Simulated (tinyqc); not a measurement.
Worked calculation: graded (staircase) quantum well by finite differences. Values are carried at full precision from step to step, so a last printed digit may differ when a step is redone from the rounded ones.

Finite differences on points z_i at the centres of cells of width h: H_ii = (c/h^2)(1/m_(i-1/2) + 1/m_(i+1/2)) + V_i, H_(i,i+1) = -(c/h^2)/m_(i+1/2), where m_(i+1/2) is the mean of the masses at the two points (the end values are repeated outwards), psi = 0 on the points beyond both ends, c = hbar^2/2m0. The field adds e F (z - z0) with z0 the middle of the structure; 1 kV/cm = 1e-5 eV/angstrom.

Constants: hbar^2/2m0 = 3.80998211 eV angstrom^2.

Parameters, chosen for this exercise (near those of an InGaAs well in InAlAs; the results hold for these values, not for the real material):
- layers = ((40, 0.505, 0.072), (10, 0.224, 0.0543), (10, 0.056, 0.0437), (10, 0, 0.0402), (10, 0.056, 0.0437), (10, 0.224, 0.0543), (40, 0.505, 0.072)) (each layer: thickness in angstrom, band edge in eV, mass in m0)
- F = 140 kV/cm (field along z)
- h = 10 angstrom (cell width of the coarse grid)
- hf = 0.625 angstrom (cell width of the fine grid)

## The coarse grid

List the points, the potential with the field, and the masses.

Grid:
```
i   z (angstrom)  V (eV)  m (m0)
1            5.0  0.4210  0.0720
2           15.0  0.4350  0.0720
3           25.0  0.4490  0.0720
4           35.0  0.4630  0.0720
5           45.0  0.1960  0.0543
6           55.0  0.0420  0.0437
7           65.0  0.0000  0.0402
8           75.0  0.0700  0.0437
9           85.0  0.2520  0.0543
10          95.0  0.5470  0.0720
11         105.0  0.5610  0.0720
12         115.0  0.5750  0.0720
13         125.0  0.5890  0.0720
```

## The tridiagonal Hamiltonian

Form the diagonal and the neighbouring elements; V in the grid already includes the field.

diagonal H_ii (eV): [1.4793, 1.4933, 1.5073, 1.5955, 1.5769, 1.7278, 1.8164, 1.7558, 1.6329, 1.6795, 1.6193, 1.6333, 1.6473]

H_(i,i+1) (eV): [-0.5292, -0.5292, -0.5292, -0.6033, -0.7775, -0.9082, -0.9082, -0.7775, -0.6033, -0.5292, -0.5292, -0.5292]

## Lowest levels on the coarse grid

Diagonalise the symmetric tridiagonal matrix; give the three lowest levels and the weights u_i^2 (sum 1) of the two lowest.

levels (eV): [0.1861, 0.5360, 0.6902]

weights on the points:
```
             1      2      3      4      5      6      7      8      9     10     11     12
level 1  0.000  0.002  0.008  0.034  0.123  0.235  0.273  0.205  0.092  0.021  0.004  0.001
level 2  0.032  0.101  0.157  0.168  0.138  0.032  0.007  0.087  0.135  0.083  0.041  0.016

            13
level 1  0.000
level 2  0.004
```

## Halving the cell width

The same with h, h/2, ..., h/32. The end points move with h, since psi vanishes half a cell beyond the structure. Richardson value (4 E(h/32) - E(h/16))/3.

Convergence:
```
cell (angstrom)  points  E1 (eV)  E2 (eV)  E1 - finest (meV)
10.0000              13  0.18608  0.53602             -6.870
5.0000               26  0.19113  0.54612             -1.818
2.5000               52  0.19248  0.55027             -0.474
1.2500              104  0.19283  0.55210             -0.122
0.6250              208  0.19293  0.55295             -0.027
0.3125              416  0.19295  0.55335              0.000
```

Richardson values of E1, E2 (eV): [0.19296, 0.55349]

The coarse grid is 6.9 meV too low in E1. The last differences between rows shrink by a factor 3.5 (4 for a pure h^2 error, 2 for one linear in h).

## Positions and dipoles on the fine grid

With h sum psi^2 = 1: <z - z0> of three levels, |z_12| and |z_13|, the mass m1 from 1/m1 = <1|1/m|1>, and f_1j = (m1/c)(E_j - E_1) z_1j^2.

levels (eV): [0.1929, 0.5529, 0.7390]

<z - z0> (angstrom): [-1.6, -9.3, -1.9]

|z_12|, |z_13| (angstrom): [14.14, 2.27]

m1 = 0.0462 m0

f_12, f_13: [0.873, 0.034]

Parity is broken, so the 1-3 transition is allowed, with 0.039 times the strength of 1-2. E2 - E1 = 360.0 meV, a wavelength of 3.4 micrometre (hc = 1239.841984 eV nm). Level 2 lies above the lowest point of the outer barriers, so it is a resonance or a state of the finite grid, and values that rest on it depend on the ends of the grid.

## Checks

- E1 at zero field on the grid h/32 against transfer matrices between the same hard ends, eV: both 0.1941.

Program tinyqc; command `OMP_NUM_THREADS=1 python tinyqc.py 1280923 1280924 out.jsonl`; about 0.01 s on one thread of a shared Intel(R) Xeon(R) Processor @ 2.30GHz.
